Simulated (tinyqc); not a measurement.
From one set of inputs to another, one input at a time: velocity overshoot from momentum and energy balance equations after a field step. Computed by tinyqc, a small Python program. Command: `OMP_NUM_THREADS=1 python tinyqc.py 3012779 3012780 out.jsonl overshoot ladder`. One thread of a shared host (Intel(R) Xeon(R) Processor @ 2.30GHz), about 0.04 s of CPU time with the checks.

At t = 0 the field jumps from 0 to F in a uniform sample. v is the drift velocity and u = w - (3/2) k_B T the excess energy per carrier.

The inputs printed are set A. Set A is modelled on electrons in 4H-SiC except for tau_E; the values taken over come from a set modelled on electrons in GaN except for tau_E. Inputs not listed in the table keep their values of set A, so the rows need not describe a real material.

Inputs (values chosen for the exercise, modelled on electrons in 4H-SiC except for tau_E): effective mass m = 0.34 m_0; low-field mobility mu_0 = 930 cm^2/(V s); saturation velocity v_s = 2.1 1e7 cm/s; energy relaxation time tau_E = 0.83 ps; field after the step F = 49 kV/cm; lattice temperature T = 300 K; time step dt = 10 fs.

Scheme: explicit Euler.

Constants: m_0 = 9.1093837015e-31 kg; e = 1.602176634e-19 C; k_B = 8.617333262e-05 eV/K.

Method:
- dv/dt = e F/m - v/tau_m(u), du/dt = e F v - u/tau_E, tau_m(u) = tau_0/(1 + c u), tau_0 = m mu_0/e, c = mu_0/(e tau_E v_s^2); this choice gives the steady state v (1 + mu_0 F v/v_s^2) = mu_0 F, which saturates at v_s. Steady velocity v = 2 mu_0 F/(1 + sqrt(1 + 4 (mu_0 F/v_s)^2)); u = e F v tau_E; carrier temperature T + 2u/(3 k_B), neglecting the drift energy m v^2/2.
- Step: v_new = v + dt (e F/m - v/tau_m(u)), u_new = u + dt (e F v - u/tau_E). Start v = u = 0; the distance adds dt (v + v_new)/2.
- Run to 8 times the larger of tau_E and tau_0, but at most 20001 steps, and stop early if |v| > 1000 v_s or u < -1/(2c); the run is accepted if the last v is within 0.5 % of the steady value.

Each row keeps all changes above it:
```
input moved                           from    to  peak velocity (1e7 cm/s)  peak over steady velocity  steady carrier temperature (K)
set A                                    -     -                     2.925                      1.750                            5558
low-field mobility mu_0 (cm^2/(V s))   930  1300                     3.358                      1.884                            5907
energy relaxation time tau_E (ps)     0.83  0.21                     2.543                      1.427                            1719
effective mass m (m_0)                0.34   0.2                     2.893                      1.623                            1719
field after the step F (kV/cm)          49    63                     3.308                      1.790                            2191
saturation velocity v_s (1e7 cm/s)     2.1     2                     3.237                      1.828                            2112
```

Where does the difference come from?

Peak velocity goes from 2.93 to 3.24, a factor 1.11 in all. The largest single move comes from energy relaxation time tau_E (a factor 0.757), but it runs against the net change; the largest move in the direction of the net change is low-field mobility mu_0 (a factor 1.15). Peak over steady velocity goes from 1.75 to 1.83, a factor 1.04 in all. The largest single move comes from energy relaxation time tau_E (a factor 0.757), but it runs against the net change; the largest move in the direction of the net change is effective mass m (a factor 1.14). Steady carrier temperature goes from 5560 to 2110, a factor 0.380 in all. The largest single move comes from energy relaxation time tau_E (a factor 0.291), and field after the step F works against it (a factor 1.28). The single moves hold for this order of the switches; the total does not depend on the order.

Caution (rows set A, low-field mobility mu_0): the excess energy exceeds 0.5 eV, where non-parabolicity, upper valleys and impact ionisation matter.

Extremes, crossings and ranges named in words are read from the listed rows.
